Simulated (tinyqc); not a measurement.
Charge control and current of a heterostructure field-effect transistor: one step, computed by the program tinyqc. Command: `OMP_NUM_THREADS=1 python tinyqc.py 3016598 3016599 out.jsonl hemt walk`. One thread of a shared host (Intel(R) Xeon(R) Processor @ 2.30GHz), about 0.01 s of CPU time with the checks.

Two subbands in a triangular well; E_F is counted from the conduction band edge of the channel at the interface.

Task: Threshold and barrier capacitance. Threshold V_T = phi_B - dE_c - e N_d (d - spacer)/(eps eps_0) (in volts); C_b = eps eps_0/d.

Inputs (values chosen for the exercise, modelled on AlGaAs/GaAs):
```
quantity,value,unit
permittivity eps (barrier and channel),12.2,-
barrier thickness d,20,nm
Schottky barrier phi_B,0.86,eV
conduction band offset dE_c,0.16,eV
delta-doping density N_d,3.7e+12,1/cm^2
spacer between delta layer and channel,3.2,nm
```

Charge source: delta doping. Velocity law: two-piece.

Constants: e = 1.602176634e-19 C; eps_0 = 8.8541878128e-12 F/m.

Give: threshold voltage V_T; barrier capacitance C_b.

Result:

threshold voltage V_T = -0.2220 V

barrier capacitance C_b = 0.5401 microfarad/cm^2

The device is normally on.
